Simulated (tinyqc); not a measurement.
# Front-illuminated p-i-n photodiode, quantum efficiency and bandwidth: efficiency and bandwidth against the absorption coefficient

Light enters through a p layer (0 to xp), a depleted layer (xp to xp + wi) and a thick n substrate, decaying as exp(-al x); one pass, no back reflection. Carriers made in the depleted layer are all collected; those in the neutral layers diffuse.

k = al Ln, s = S Ln/Dn, e = exp(-al xp); front layer f1 = (k/(k^2 - 1)) {[s + k - e (s cosh(xp/Ln) + sinh(xp/Ln))]/[s sinh(xp/Ln) + cosh(xp/Ln)] - k e}; depleted layer f2 = e (1 - exp(-al wi)); substrate f3 = e exp(-al wi) al Lp/(1 + al Lp); external efficiency (1 - Rf)(f1 + f2 + f3); responsivity = efficiency q lam/(h c). Drift response for pairs made in the depleted layer, a = al wi, g = 1 - exp(-a), u = 2 pi i f, te = wi/ve, th = wi/vh: electrons He = [g - a (exp(-a) - exp(-u te))/(u te - a)]/(u te g), holes Hh = [g - a (1 - exp(-a - u th))/(a + u th)]/(u th g); C = eps0 eps_r pi (dia/2)^2/wi + Cp; total |He + Hh|/sqrt(1 + (2 pi f RL C)^2), for the current of the depleted layer alone. Limits are the frequencies at which each factor falls to 1/sqrt(2); inverse-square sum (f_transit^-2 + f_RC^-2)^(-1/2); the diffusion currents f1 and f3 are left out of the bandwidth. lam is held fixed while al varies.

Inputs (values chosen for the exercise); values close to those of germanium at this wavelength:
- lam = 1550 nm (wavelength)
- Rf = 0.1 (reflectance of the front face)
- eps_r = 16.2 (relative permittivity)
- xp = 0.065 um (thickness of the front p layer)
- wi = 5.1 um (thickness of the depleted layer)
- Dn = 12 cm^2/s (electron diffusion coefficient in the p layer)
- Ln = 0.38 um (electron diffusion length in the p layer)
- S = 2e6 cm/s (recombination velocity of the front surface)
- Lp = 74 um (hole diffusion length in the thick n substrate)
- ve = 5.75e6 cm/s (electron drift velocity)
- vh = 4.2e6 cm/s (hole drift velocity)
- dia = 24 um (diameter)
- RL = 50 ohm (load resistance)
- Cp = 20 fF (parasitic capacitance)

Constants: q = 1.602176634e-19 C, h = 6.62607015e-34 J s, c = 299792458 m/s, eps0 = 8.8541878128e-14 F/cm where lengths are in cm. Results are converted to the units shown.

The same in every row: RC limit (GHz) = 97.27.

Efficiency and bandwidth against the absorption coefficient:

| al (1/cm) | f2 | f1 + f3 | responsivity (A/W) | transit limit (GHz) | 3 dB bandwidth (GHz) | inverse-square sum (GHz) | bandwidth x (1 - Rf) f2 (GHz) |
|---|---|---|---|---|---|---|---|
| 30 | 0.01518 | 0.1790 | 0.2185 | 5.166 | 5.155 | 5.158 | 0.07043 |
| 90 | 0.04484 | 0.3820 | 0.4803 | 5.175 | 5.164 | 5.168 | 0.2084 |
| 300 | 0.1416 | 0.5919 | 0.8253 | 5.207 | 5.196 | 5.199 | 0.6622 |
| 900 | 0.3659 | 0.5505 | 1.031 | 5.294 | 5.283 | 5.286 | 1.740 |
| 3000 | 0.7683 | 0.2174 | 1.109 | 5.527 | 5.515 | 5.518 | 3.813 |
| 9000 | 0.9336 | 0.05111 | 1.108 | 5.579 | 5.566 | 5.569 | 4.677 |
| 30000 | 0.8228 | 0.1289 | 1.071 | 5.123 | 5.113 | 5.116 | 3.787 |
| 90000 | 0.5571 | 0.3147 | 0.9809 | 5.010 | 5.001 | 5.004 | 2.508 |
| 3e5 | 0.1423 | 0.5625 | 0.7930 | 4.996 | 4.987 | 4.989 | 0.6385 |

What does the comparison show?

As al goes from 30 to 3e5, the responsivity goes from 0.219 through a maximum of 1.11 (at al = 3000 among the rows listed) to 0.793 A/W and the bandwidth goes from 5.16 through a maximum of 5.57 (at al = 9000 among the rows listed) to 4.99 GHz. The transit limit is the lower one in every row. Adding inverse squares of the two limits is within 0.069 % of the full result. Strong absorption puts the pairs into the front layer, where they must diffuse against surface loss; weak absorption lets light pass beyond a diffusion length of the junction. For al = 30, 90, 300, 900, 90000, 3e5 the diffusion currents exceed 0.3 of the drift current; their own response times, left out, may then shape the whole response.

Program tinyqc, `OMP_NUM_THREADS=1 python tinyqc.py 2250006 2250007 out.jsonl`; Intel Xeon 2.30GHz, shared host, one thread, about 0.01 s.
